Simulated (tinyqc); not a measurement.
Geometry relaxation of a small cluster: one step, computed by the program tinyqc. Command: `OMP_NUM_THREADS=1 python tinyqc.py 3026340 3026341 out.jsonl relax walk`. One thread of a shared host (Intel(R) Xeon(R) Processor @ 2.30GHz), about 0.02 s of CPU time with the checks.

E = sum_i {sum_j A exp(-p (r_ij/r0 - 1)) - xi sqrt(rho_i)}, rho_i = sum_j exp(-2 q (r_ij/r0 - 1)); the force on i is -sum_j w_ij (R_i - R_j)/r_ij with w_ij = -(2p/r0) A exp(-p (r_ij/r0 - 1)) + (xi q/r0) exp(-2 q (r_ij/r0 - 1)) (rho_i^(-1/2) + rho_j^(-1/2)).

Question. The first two steps. BFGS: R(new) = R + B F with the inverse Hessian B = eta 1 at first; with s = R(new) - R, y = F - F(new), rho = 1/(y.s): B(new) = (1 - rho s y^T) B (1 - rho y s^T) + rho s s^T, skipped if y.s is not positive. No atom moves more than 0.3 angstrom a step (the whole step is scaled). Stop when the largest force component is below 1e-5 eV/angstrom.

Inputs (values chosen for the exercise, for model atoms):

| quantity | value | unit |
|---|---|---|
| length r0 | 2.9 | angstrom |
| repulsion A | 0.13 | eV |
| hopping xi | 2.17 | eV |
| decay p | 11.4 | - |
| decay q | 2.37 | - |
| step factor eta | 0.026 | angstrom^2/eV |

Potential: Gupta. Method: BFGS.

starting positions (angstrom):
```
            x      y      z
atom 1  -0.07  -0.11  -0.27
atom 2   2.44   0.02  -0.04
atom 3   1.23   2.67   0.04
atom 4   1.37    0.7   2.19
```

Give: positions after step 1; energy after step 1; positions after step 2; energy after step 2.

Answer.

positions after step 1 (angstrom):
```
              x        y        z
atom 1  -0.0784  -0.0816  -0.2507
atom 2   2.4693   0.0377  -0.0537
atom 3   1.2300   2.6074   0.0560
atom 4   1.3491   0.7165   2.1684
```

energy after step 1 = -13.719 eV

positions after step 2 (angstrom):
```
              x       y        z
atom 1  -0.0794  0.0633  -0.1503
atom 2   2.5770  0.1159  -0.1179
atom 3   1.2236  2.3153   0.1244
atom 4   1.2488  0.7855   2.0638
```

energy after step 2 = -14.032 eV
